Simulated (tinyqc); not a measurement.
What moves the results: ellipsoidal valleys in the axes of a wafer and a channel. A value that a table varies takes the place of the one given here.

Valleys with axes a along x, y and z, one whole valley each; inverse mass tensor w = 1/mt + (1/ml - 1/mt) a a. Device axes: z = nz/|nz|, x = nx/|nx|, y = z cross x; in them a = (ax, ay, az). Confinement mass mz = 1/w_zz. In the plane w_ij is replaced by u_ij = w_ij - w_iz w_jz/w_zz (i, j = x, y); density-of-states mass md = 1/sqrt(det u); conductivity mass along x mc = 1/u_xx; ballistic transport mass mx = u_yy/det u, width mass my = 1/u_yy.

Hard walls: E_n = c (n pi/t)^2/mz, c = hbar^2/2m0, n = 1, 2, 3. Non-degenerate share of a valley proportional to md sum_n exp(-E_n/kT); mean 1/mc = sum of share/mc. 1 nm = 10 angstrom.

Constants: hbar^2/2m0 = 3.80998211 eV angstrom^2; kB = 8.617333262e-05 eV/K.

Parameters, chosen for this exercise (near those of the X valleys of AlAs; the results hold for these values, not for the real material):

| symbol | value | unit | meaning |
|---|---|---|---|
| ml | 1.095 | m0 | longitudinal mass |
| mt | 0.207 | m0 | transverse mass |
| t | 5.1 | nm | thickness of the film |
| T | 400 | K | temperature |
| nz | (1, 1, 1) |  | surface normal (confinement) |
| nx | (1, -1, 0) |  | channel direction |

## Wafer and channel orientation

For each face/channel: the lowest ladder (mz, number of valleys, md, E1, share) and the mean conductivity mass over all valleys.

Results:

| face/channel | mz | valleys | md | E1 (meV) | share | mean mc |
|---|---|---|---|---|---|---|
| (110)/[001] | 0.348 | 2 | 0.367 | 41.5 | 0.782 | 0.2514 |
| (001)/[110] | 1.095 | 1 | 0.207 | 13.2 | 0.605 | 0.2465 |
| (001)/[100] | 1.095 | 1 | 0.207 | 13.2 | 0.605 | 0.2465 |
| (100)/[011] | 1.095 | 1 | 0.207 | 13.2 | 0.605 | 0.2465 |
| (112)/[11-1] | 0.451 | 1 | 0.323 | 32.1 | 0.467 | 0.3705 |
| (111)/[1-10] | 0.284 | 3 | 0.407 | 51.0 | 1.000 | 0.3288 |
| (110)/[1-11] | 0.348 | 2 | 0.367 | 41.5 | 0.782 | 0.3536 |

The mean conductivity mass is lowest, 0.2465, for (001)/[110], (001)/[100] and (100)/[011] and highest, 0.3705, for (112)/[11-1]; the bulk value is 0.2837. The confinement energy is lowest on the face with the heaviest mz ((001), 13 meV). The density of states of the lowest ladder, valleys times md, runs between 0.207 and 1.220; a small value limits the charge through the quantum capacitance.

## What each parameter does

Lowest E1, its share and the mean conductivity mass. Each row changes one parameter from the base and keeps the others.

Results:

| case | lowest E1 (meV) | share | mean mc (m0) |
|---|---|---|---|
| base | 50.96 | 1.0000 | 0.3288 |
| ml = 1.205 m0 | 50.56 | 1.0000 | 0.3346 |
| mt = 0.186 m0 | 56.22 | 1.0000 | 0.3013 |
| t = 5.61 nm | 42.12 | 1.0000 | 0.3288 |
| T = 440 K | 50.96 | 1.0000 | 0.3288 |

The largest shifts from the base row, up to three for each result and ties (the steps differ in size, so this ranks the rows, not the parameters). lowest E1 (meV): t -8.84, mt +5.26, ml -0.40; unchanged at the printed digits by T. share: unchanged at the printed digits by ml, mt, t and T. mean mc (m0): mt -0.0276, ml +0.0058; unchanged at the printed digits by t and T.

tinyqc: `OMP_NUM_THREADS=1 python tinyqc.py 1880027 1880028 out.jsonl`; about 0.01 s, one thread, shared Intel(R) Xeon(R) Processor @ 2.30GHz.
